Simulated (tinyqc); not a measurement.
What moves the results: shallow acceptor in the spherical four-band model. A value that a table varies takes the place of the one given here.

The ground state 1S3/2 has an L = 0 part f(r) and an L = 2 part g(r). In units of Ry* and a*, with Gaussians f_i = exp(-a_i r^2), g_i = r^2 exp(-a_i r^2), A = a_i + a_j and I(n) = Gamma((n + 1)/2)/(2 A^((n + 1)/2)): S_ff = I(2), S_gg = I(6), H_ff = (6 a_i a_j/A) I(2) - 2 I(1), H_gg = (14 a_i a_j/A) I(6) - 2 I(5), H_fg = -mu [15 I(2) - 20 a_j I(4) + 4 a_j^2 I(6)]; each function is then normalised. The split-off band is left out.

Converged values use 22 exponents 2.2^i, i = -7 to 14, for f and for g.

Units Ry* = Ry/(g1 eps^2) and a* = a0 eps g1; mu = (6 g3 + 4 g2)/(5 g1) is the spherical heavy-light coupling and delta = (g3 - g2)/g1 the cubic term, which is left out.

Constants: Ry = 13.60569312 eV; a0 (Bohr radius) = 0.5291772105 angstrom.

Inputs chosen for the exercise (near those of a shallow acceptor in GaSb; the results hold for these values, not for the real material):
- mus = (0.06, 0.35, 0.43, 0.58, 0.77, 0.85, 0.91) (couplings)
- rc = 1.5 angstrom (radius of the central cell)
- Vs = (2, 0, -0.5, -1.5, -2.5, -3.5) eV (central-cell strengths)
- g1 = 13.43 (Luttinger gamma1)
- g2 = 4.73 (gamma2)
- g3 = 5.97 (gamma3)
- eps = 15.7 (dielectric constant)

## Strength of the heavy-light coupling

Ry* = 4.1100 meV

Converged values in Ry* and a*; the heavy-mass hydrogen model gives 1/(1 - mu).

Results:
```
mu    binding (Ry*)  1/(1 - mu)  ratio  L = 2 weight  <r> (a*)  binding (meV)
0.06          1.003       1.064  0.943         0.002     1.496            4.1
0.35          1.125       1.538  0.731         0.053     1.358            4.6
0.43          1.203       1.754  0.686         0.080     1.282            4.9
0.58          1.453       2.381  0.610         0.150     1.087            6.0
0.77          2.296       4.348  0.528         0.274     0.720            9.4
0.85          3.309       6.667  0.496         0.341     0.513           13.6
0.91          5.255      11.111  0.473         0.398     0.331           21.6
```

What can be read from the table?

The binding starts as 1 + O(mu^2), 1.003 at mu = 0.06, since the coupling enters in second order, and reaches 5.25 at mu = 0.91. The ratio to the heavy-mass model falls from 0.94 to 0.47, towards about 0.44 as mu goes to 1: the bound hole is only partly heavy. The L = 2 weight grows to 0.40 and the radius shrinks by a factor 4.5.

## Central-cell correction

mu = 0.81519
a* = 111.578 angstrom

A short-range term V exp(-r^2/rc^2) is added (negative: attracts the hole); its elements are V S (A/(A + 1/rc^2))^(3/2) for f and ^(7/2) for g, in the same units.

Results:
```
V (eV)  1S binding (meV)  2S binding (meV)  <r> (angstrom)  L = 2 weight
2.0                 11.2              3.39            68.9         0.310
0.0                 11.3              3.41            67.8         0.311
-0.5                11.4              3.42            67.5         0.311
-1.5                11.5              3.43            66.8         0.311
-2.5                11.6              3.45            66.1         0.312
-3.5                11.8              3.47            65.2         0.312
```

How do the results move?

From V = 0 to -3.5 eV the 1S binding grows by 0.5 meV (4 %) and the 2S binding by 0.06 meV, so the chemical shift sits mainly in the ground state. A repulsion of 2 eV removes 0.2 meV. The slope is 0.16 meV per eV over the last step against 0.09 on the repulsive side, since attraction pulls the state into the cell; over this range the level stays shallow.

## What each parameter does

Converged values. Each row changes one parameter from the base and keeps the others.

Results:
```
case          mu  Ry* (meV)  binding (meV)  <r> (angstrom)
base       0.815       4.11          11.34            67.8
g1 = 14.5  0.755       3.81           8.30            90.9
g2 = 4.02  0.773       4.11           9.54            79.6
g3 = 5.49  0.772       4.11           9.52            79.7
eps = 17   0.815       3.51           9.67            73.4
```

What can be read from the table?

The largest shifts from the base row, up to three for each result and ties (the steps differ in size, so this ranks the rows, not the parameters). mu: g1 -0.060, g3 -0.043, g2 -0.042; unchanged at the printed digits by eps. Ry* (meV): eps -0.60, g1 -0.30; unchanged at the printed digits by g2 and g3. binding (meV): g1 -3.04, g3 -1.83, g2 -1.81. <r> (angstrom): g1 +23.1, g3 +11.9, g2 +11.8. g1 acts twice: it lowers Ry* and it lowers mu.

tinyqc: `OMP_NUM_THREADS=1 python tinyqc.py 1281093 1281094 out.jsonl`; about 0.03 s, one thread, shared Intel(R) Xeon(R) Processor @ 2.30GHz.
